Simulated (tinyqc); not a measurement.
Capacitance of parallel on-chip lines from Laplace's equation on a mesh: one step of the calculation.

Cross-section of an endless row of equal lines between two grounded planes; neighbours are driven in antiphase (+1 V and -1 V), so the plane midway between two lines is at 0 V. By symmetry one quarter is solved: x runs from the centre of a line (column 0, mirror) to that midplane (column 4, 0 V), y from the mid-height of the line (row 0, mirror) to the ground plane (row 4, 0 V). The line fills columns 0 to 2 and rows 0 to 1 at 1 V. Cells beside the line (below row 1) have e2, cells above have e1. Each link between nodes has the conductance g = mean permittivity of the two cells beside it (a cell beyond a mirror counts as 0), and the free nodes obey sum g (V_neighbour - V) = 0.

Problem. Relaxation sweep. One sweep visits the free nodes row by row from row 0, left to right, and replaces V by V + om (weighted mean of the neighbours - V), using new values at once.

Values chosen for this exercise: over-relaxation factor om = 1.2.

V at the start (V):
```
       col 0  col 1  col 2  col 3  col 4
row 0      1      1      1      0      0
row 1      1      1      1      0      0
row 2      0      0      0      0      0
row 3      0      0      0      0      0
row 4      0      0      0      0      0
```

gx:
```
       col 0  col 1  col 2  col 3
row 0    0.5    0.5    0.5    0.5
row 1   1.85   1.85   1.85   1.85
row 2    2.7    2.7    2.7    2.7
row 3    2.7    2.7    2.7    2.7
row 4   1.35   1.35   1.35   1.35
```

gy:
```
       col 0  col 1  col 2  col 3  col 4
row 0    0.5      1      1      1    0.5
row 1   1.35    2.7    2.7    2.7   1.35
row 2   1.35    2.7    2.7    2.7   1.35
row 3   1.35    2.7    2.7    2.7   1.35
```

Give: V after sweep 1.

Solution.

V after sweep 1 (V):
```
       col 0  col 1  col 2  col 3  col 4
row 0  1.000  1.000  1.000  0.300  0.000
row 1  1.000  1.000  1.000  0.349  0.000
row 2  0.300  0.390  0.417  0.230  0.000
row 3  0.090  0.144  0.168  0.119  0.000
row 4  0.000  0.000  0.000  0.000  0.000
```

Program tinyqc, `OMP_NUM_THREADS=1 python tinyqc.py 2790167 2790168 out.jsonl`; Intel Xeon 2.30GHz, shared host, one thread, about 0.6 s.
